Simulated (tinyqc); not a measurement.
Shallow acceptor in the spherical model (Baldereschi-Lipari), strong spin-orbit limit: one step, computed by the program tinyqc.

The 1S(3/2) state has an s envelope f(r) and a d envelope g(r). In effective units they obey -(f'' + 2f'/r + 2f/r) + mu (g'' + 5g'/r + 3g/r^2) = E f and -(g'' + 2g'/r - 6g/r^2 + 2g/r) + mu (f'' - f'/r) = E g. The cubic term, the split-off band and the central cell are left out.

Question. Effective units and couplings. Ry* = Ry/(gamma_1 eps^2), a* = a_0 eps gamma_1, mu = (6 gamma_3 + 4 gamma_2)/(5 gamma_1), delta = (gamma_3 - gamma_2)/gamma_1; spherical masses 1/(gamma_1 (1 - mu)) (heavy) and 1/(gamma_1 (1 + mu)) (light).

Inputs (values chosen for the exercise, modelled on silicon):

| quantity | value | unit |
|---|---|---|
| Luttinger gamma_1 | 4.27 | - |
| Luttinger gamma_2 | 0.346 | - |
| Luttinger gamma_3 | 1.46 | - |
| dielectric constant eps | 11.4 | - |

Constants: Ry = 13.605693123 eV; a_0 = 0.529177210903 angstrom.

Give: Ry*; a*; mu; delta; heavy-hole mass; light-hole mass.

Answer.

Ry* = 24.518 meV

a* = 25.759 angstrom

mu = 0.47513

delta = 0.26089

heavy-hole mass = 0.44619 m_0

light-hole mass = 0.15876 m_0

Caution: gamma_3 and gamma_2 differ by more than 0.17 gamma_1: band warping, left out here, adds several per cent to the binding.
